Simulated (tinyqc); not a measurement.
Interband optics of a two-band s-p chain from momentum matrix elements: sweeps and comparisons. A value that a table varies takes the place of the one given here.

H(k) = [[Es - 2 ts cos ka, 2i V sin ka], [-2i V sin ka, Ep_ + 2 tp cos ka]] in the basis s, p; the lower band is full, with two electrons a cell. The velocity operator times hbar is W = dH/dk (eV angstrom); intra-atomic dipoles are left out.

With w(k) = |<c|W|v>|^2 and D(k) = Ec - Ev, on the mesh k_j = (j + 1/2)/N (2 pi/a): eps(E) = 1 + (8 pi e2/(a Ar)) mean_j (w/D^2) [1/(D - E - i eta) + 1/(D + E + i eta)], e2 = e^2/(4 pi eps0); light polarised along the chains, no local fields.

Constants: e^2/(4 pi eps0) = 14.39964547 eV angstrom; hbar^2/2m0 = 3.80998211 eV angstrom^2.

Inputs chosen for the exercise:
```
symbol  value  unit        meaning
a       3.95   angstrom    period
Es      2.84   eV          upper orbital (s)
Ep_     -2.13  eV          lower orbital (p)
ts      0.5    eV          s-s hopping
tp      0.36   eV          p-p hopping
V       1.02   eV          s-p hopping
Ar      7.1    angstrom^2  cross-section per chain
eta     0.3    eV          Lorentzian half width
E       1.7    eV          photon energy
```

## Joint density of states against eps2

Mesh of 2000 points. J(E) = mean of (eta/pi)/((E - D)^2 + eta^2). The fourth column is J times the constant (8 pi^2 e2/(a Ar)) mean(w/D^2). R = |(sqrt(eps) - 1)/(sqrt(eps) + 1)|^2.

Spectrum:
```
E (eV),J (1/eV),eps2,eps2 with constant element,eps1,R
2.65,0.030,4.270,1.448,15.231,0.362
3.08,0.083,14.603,4.049,18.634,0.457
3.52,0.143,21.588,6.954,0.332,0.547
3.95,0.127,11.491,6.173,-5.130,0.557
4.39,0.121,5.988,5.873,-4.077,0.532
4.82,0.124,3.375,6.024,-2.133,0.443
5.26,0.136,2.195,6.620,0.007,0.207
5.69,0.163,2.146,7.913,2.342,0.114
6.13,0.230,4.021,11.173,5.428,0.222
6.56,0.444,12.976,21.551,6.454,0.411
7.00,0.332,10.804,16.102,-9.100,0.653
7.43,0.098,3.101,4.735,-6.901,0.763
```

Transitions span 3.250 to 6.833 eV. Among the energies listed J peaks at 6.56 eV and eps2 at 3.52 eV. The ratio of eps2 to the constant-element value is 3.10 at 3.52 eV and 0.60 at 6.56 eV: w/D^2 is 6.147 angstrom^2 at the zone centre and 1.451 at the edge.

## Mesh against broadening

eps2 at E for three widths, and eps(0) at eta = 0; the last row is the mesh of 2000 points.

Convergence:
```
N,eta = 0.03 eV,eta = 0.1 eV,eta = 0.3 eV,eps(0)
4,0.011,0.035,0.106,3.6834
8,0.061,0.202,0.593,7.4089
16,0.088,0.292,0.852,8.3074
32,0.089,0.295,0.861,8.3200
64,0.089,0.295,0.861,8.3200
128,0.089,0.295,0.861,8.3200
2000,0.089,0.295,0.861,8.3200
```

The first N from which eps2 stays within 2 % of the last row is 16 for eta = 0.03, 16 for 0.1 and 16 for 0.3 eV; for eps(0) and 0.1 % it is 32. E lies outside the range of transitions, so eps2 is only the tail of the broadening and grows with eta.

## Static constant against the gap

Es takes the values listed; mesh of 400 points; the Penn-type estimate is 1 + 8 pi c e2 n_eff/(a Ar Dm^2) with Dm the f-weighted mean of D, f = w/(c D), n_eff = 2 mean(f), c = hbar^2/2m0.

Results:
```
Es (eV),smallest D (eV),Dm (eV),n_eff,eps(0),estimate
2.54,2.950,4.882,3.068,10.008,7.329
2.84,3.250,5.175,2.931,8.320,6.381
3.34,3.750,5.665,2.726,6.361,5.177
3.84,4.250,6.154,2.545,5.060,4.303
4.84,5.250,7.136,2.240,3.508,3.163
5.84,6.250,8.120,1.997,2.664,2.489
7.84,8.250,10.095,1.634,1.845,1.788
```

eps(0) - 1 falls from 9.008 to 0.845, as Dm^-3.26; a fixed n_eff would give the power -2, and n_eff goes from 3.068 to 1.634. The single-gap estimate is low by 29.7 % of eps(0) - 1 in the first row and 6.7 % in the last, since 1/D^2 favours the smallest separations. n_eff need not equal the 2 electrons of the cell: a two-orbital basis with chosen hoppings does not obey the free-electron sum rule.

## What moves the optical response

Mesh of 400 points; n_eff = 2 mean(w/(c D)), c = hbar^2/2m0. Each row changes one parameter from the base and keeps the others.

Results:
```
case,smallest D (eV),largest D (eV),n_eff,eps(0)
base,3.250,6.833,2.931,8.320
a = 4.147 angstrom,3.250,6.833,3.231,8.685
Es = 3.14 eV,3.550,7.101,2.805,7.044
ts = 0.6 eV,3.050,6.955,2.964,9.079
V = 1.122 eV,3.250,7.007,3.425,9.428
Ar = 7.81 angstrom^2,3.250,6.833,2.931,7.655
```

The largest shifts from the base row, up to three for each result and ties (the steps differ in size, so this ranks the rows, not the parameters). smallest D (eV): Es +0.300, ts -0.200; unchanged at the printed digits by a, V and Ar. largest D (eV): Es +0.268, V +0.174, ts +0.122; unchanged at the printed digits by a and Ar. n_eff: V +0.493, a +0.300, Es -0.126; unchanged at the printed digits by Ar. eps(0): Es -1.276, V +1.108, ts +0.759.

Program tinyqc; command `OMP_NUM_THREADS=1 python tinyqc.py 1680231 1680232 out.jsonl`; about 0.01 s on one thread of a shared Intel(R) Xeon(R) Processor @ 2.30GHz.
